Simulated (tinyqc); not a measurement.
Full law against its linear and parabolic limits: Deal-Grove kinetics of thermal oxidation of silicon. Computed by tinyqc, a small Python program. Command: `OMP_NUM_THREADS=1 python tinyqc.py 3004237 3004238 out.jsonl oxide walk`. One thread of a shared host (Intel(R) Xeon(R) Processor @ 2.30GHz), about 0.05 s of CPU time with the checks.

Oxidant diffuses through the oxide and reacts at the interface, so that dx/dt = B/(A + 2x) for the oxide thickness x.

Inputs (values chosen for the exercise, close to those used for silicon):
```
quantity                      value    unit
prefactor B0                    735  um^2/h
activation energy E_B          1.23      eV
prefactor (B/A)0            3.3e+06    um/h
activation energy E_A             2      eV
temperature T                  1000       C
oxidant pressure p               10     atm
pressure exponent m of B/A     0.76       -
initial oxide x_i             0.005      um
time t                          2.4       h
```

Ambient: dry oxygen. Surface: (100).

Constants: k_B = 8.617333262e-05 eV/K.

Method:
- B = B0 p exp(-E_B/(k_B T)), B/A = (B/A)0 p^m exp(-E_A/(k_B T)), p in atm; A = B/(B/A).
- Temperatures in kelvin are T(C) + 273.15.
- tau = (x_i^2 + A x_i)/B and x = (A/2) [sqrt(1 + 4 B (t + tau)/A^2) - 1], the root of x^2 + A x = B (t + tau).
- Silicon consumed is 0.44 times the oxide grown; the rate is B/(A + 2x).
- Linear limit x = (B/A)(t + tau); parabolic limit x = sqrt(B (t + tau)).

tau = 0.0220025 h

length A = 0.432341 um

parabolic constant B = 0.0993846 um^2/h

linear constant B/A = 0.229875 um/h

Thickness (um):
```
t (h)    full  linear limit  parabolic limit    2x/A
0.05   0.0160    1.6552e-02           0.0846  0.0738
0.1    0.0264    2.8045e-02           0.1101  0.1223
0.25   0.0554    6.2527e-02           0.1644  0.2564
0.5    0.0978    1.2000e-01           0.2278  0.4526
1      0.1689    2.3493e-01           0.3187  0.7815
2      0.2815    4.6481e-01           0.4483  1.3023
4      0.4520    9.2456e-01           0.6322  2.0909
8      0.7025    1.8441e+00           0.8929  3.2498
16     1.0641    3.6831e+00           1.2619  4.9225
32     1.5808    7.3611e+00           1.7840  7.3129
```

Both limits lie above the full result, since each drops one resistance. The linear law overshoots by 3.7 % in the first row and 370 % in the last, the parabolic law by 430 % and 13 %. The better limit switches between 1 and 2 h; both give the same value where B (t + tau) = A^2, at 2x/A = sqrt5 - 1 = 1.24.

Extremes, crossings and ranges named in words are read from the listed rows.
